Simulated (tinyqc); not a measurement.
# Sheet resistance and Hall data of a diffused or implanted layer, step by step

A worked calculation. Computed by tinyqc, a small Python program that keeps every step. Command: `OMP_NUM_THREADS=1 python tinyqc.py 3014597 3014598 out.jsonl layer walk`. One thread of a shared host (Intel(R) Xeon(R) Processor @ 2.30GHz), about 0.01 s of CPU time with the checks. Intermediate numbers are printed to about 5 digits and carried at full precision; extremes and crossings named in words are read from the listed rows.

Carriers are taken equal to the net active doping down to the junction (full ionisation, which deep dopants in wide-gap hosts do not reach; no spill-over, no depletion), and the Hall factor is 1.

Inputs (values chosen for the exercise, modelled on arsenic in silicon):
```
quantity                                 value        unit
mu_min                                    51.9  cm^2/(V s)
mu_max                                    1420  cm^2/(V s)
N_ref                                  9.2e+16      1/cm^3
exponent alpha                            0.69           -
peak concentration N_0                 1.5e+19      1/cm^3
length scale l                              41          nm
background doping N_B (opposite type)    2e+17      1/cm^3
probe current I                              2          mA
magnetic field B                           0.3           T
```

Profile: box. Activation: complete.

Constants: e = 1.602176634e-19 C.

## Dose and junction depth

N(x) = N_0 down to x_j = l, dose N_0 l.

dose = 6.15e+13 1/cm^2

junction depth x_j = 41 nm

## Sheet values

Mobility mu = mu_min + (mu_max - mu_min)/(1 + (N_t/N_ref)^alpha), N_t = active doping + N_B; carriers n = active doping - N_B, all dopants active. Integrals from x_0 (0 unless stated) to x_j by the midpoint rule on 400 even intervals: 1/R_s = e int n mu dx; sheet density n_s = int n dx; Hall sheet density (int n mu dx)^2/int n mu^2 dx; Hall mobility int n mu^2 dx/int n mu dx. Mean conductivity 1/(R_s x_j); mean mobility 1/(e n_s R_s).

sheet resistance R_s = 1129.4 ohm

sheet density n_s = 6.0680e+13 1/cm^2

mean mobility = 91.078 cm^2/(V s)

Hall sheet density = 6.0680e+13 1/cm^2

Hall mobility = 91.078 cm^2/(V s)

mean conductivity 1/(R_s x_j) = 215.97 S/cm

Carriers amount to 98.7 % of the dose. A Hall measurement reports 100.0 % of n_s, exactly n_s for a uniform layer.

## What the probes read

Collinear four-point probe on a large thin layer: V = I R_s ln(2)/pi. Van der Pauw on a symmetric sample: R = R_s ln(2)/pi as well. Hall voltage V_H = I B/(e x Hall sheet density); tangent of the Hall angle V_H/(I R_s).

four-point voltage = 498.35 mV

Hall voltage = 6.1716 mV

tangent of the Hall angle = 0.0027323

## Shortcuts against the integral

Shortcuts: R_s = 1/(e Q mu) with the dose Q and the mobility at the (active) peak concentration; 1/(e n_s mu) with mu at N_t = n_s/x_j + N_B; 1/(e Q mu_max).

Sheet resistances:
```
method                                   R_s (ohm)  deviation (%)
integral                                    1129.4          0.000
dose, mobility at the peak                  1114.3         -1.333
n_s, mobility at the mean concentration     1125.0         -0.382
dose, mu_max                                  71.5        -93.672
```

The closest shortcut is «n_s, mobility at the mean concentration» (-0.4 %).

Checks made by the program: conductance integral against adaptive quadrature (relative difference below 1e-10).
